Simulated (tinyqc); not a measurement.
Fermi-Dirac statistics of conduction electrons, step by step. Values are carried at full precision from step to step, so a last printed digit may differ when a step is redone from the rounded ones.

Constants: hbar^2/2m0 = 3.80998211 eV angstrom^2; kB = 8.617333262e-05 eV/K; e^2/(4 pi eps0) = 14.39964547 eV angstrom.

Parameters, chosen for this exercise (near those of GaN, lowest valleys alone; not measured data): m = 0.203 m0 (density-of-states mass of the conduction band); T = 200 K; n = 7.4e+16 1/cm^3 (electron density); eps = 9.53 (static dielectric constant); alpha = 0.18 1/eV (non-parabolicity).

## Reduced density

N = 2 (m kB T/(4 pi c))^(3/2) with c = hbar^2/2m0, in 1/angstrom^3; times 1e24 for 1/cm^3; u = n/Nc.

kT = 0.017235 eV
Nc = 1.2493e+18 1/cm^3
u = n/Nc = 0.0592315

## Reduced Fermi level by five rules

F_j(eta) = (1/Gamma(j + 1)) integral_0^infinity x^j dx/(1 + exp(x - eta)), which tends to exp(eta) for eta << 0.

With u = n/Nc: Boltzmann eta = ln u; Joyce-Dixon eta = ln u + u/sqrt(8) - 4.95009e-3 u^2 + 1.48386e-4 u^3 - 4.42563e-6 u^4; Nilsson eta = ln u/(1 - u^2) + v/(1 + (0.24 + 1.08 v)^-2) with v = (3 sqrt(pi) u/4)^(2/3); fully degenerate limit eta = v; exact: F_1/2(eta) = u.

Find eta = (EF - Ec)/kT by each rule.

eta: Boltzmann -2.826, Joyce-Dixon -2.805, Nilsson -2.807, degenerate 0.184, exact -2.805

Against the exact value the errors are Boltzmann -0.021, Joyce-Dixon 0.000, Nilsson -0.001, degenerate limit +2.989 (in kT).

## Exact eta by Newton steps

Solve ln F_1/2(eta) = ln u from the Boltzmann value; dF_1/2/d eta = F_-1/2, so the step is -ln(F_1/2/u) F_1/2/F_-1/2. Stop below 1e-9.

Newton steps:

| step | eta | F_1/2 | F_-1/2 | step taken |
|---|---|---|---|---|
| 1 | -2.826302 | 0.0580296 | 0.0568648 | 0.0209 |
| 2 | -2.805382 | 0.0592312 | 0.0580182 | 4.33e-06 |
| 3 | -2.805378 | 0.0592315 | 0.0580185 | 1.87e-13 |

Converged in 3 steps.

## Mean energy, Einstein relation and screening

eta = -2.80538

Mean kinetic energy <E> = (3/2) kT F_3/2/F_1/2; D/mu = (kT/e) F_1/2/F_-1/2; dn/dEF = (Nc/kT) F_-1/2; screening length L = (4 pi (e^2/(4 pi eps0)) (dn/dEF)/eps)^(-1/2), with dn/dEF in 1/(angstrom^3 eV) (1/cm^3 = 1e-24/angstrom^3).

F_-1/2, F_1/2, F_3/2: 0.05802  0.05923  0.05985

<E> = 26.12 meV
D/mu = 17.59 mV
dn/dEF = 4.206e+18 1/(cm^3 eV)
L = 111.9 angstrom

The gas is nearly non-degenerate. D/mu is 1.021 times kT/e and <E> is 1.010 times (3/2) kT; the Debye formula, with n/kT in place of dn/dEF, would give L = 110.8 angstrom.

## Fermi level in the non-parabolic band

Non-parabolic band E (1 + alpha E) = c k^2/m: n = Nc (2/sqrt(pi)) integral_0^infinity sqrt(x (1 + a x)) (1 + 2 a x) dx/(1 + exp(x - eta)) with a = alpha kT and eta = (EF - Ec)/kT; a = 0 gives n = Nc F_1/2(eta).

Solve for eta at the same n.

a = 0.00310
eta = -2.817
EF - Ec = -48.56 meV

The extra states lower EF by 0.21 meV against the parabolic band.

## Checks

- Non-parabolic integral at a = 0 against F_1/2(2): both 2.823721.
- F_1/2(40) against the Sommerfeld form (4/(3 sqrt(pi))) eta^(3/2) (1 + pi^2/(8 eta^2)): both 190.45.

Computed by tinyqc, a small Python program: `OMP_NUM_THREADS=1 python tinyqc.py 1652330 1652331 out.jsonl` (the numbers bound the seed that draws the inputs); one thread of a shared host (Intel(R) Xeon(R) Processor @ 2.30GHz), about 0.01 s for the whole set of steps.
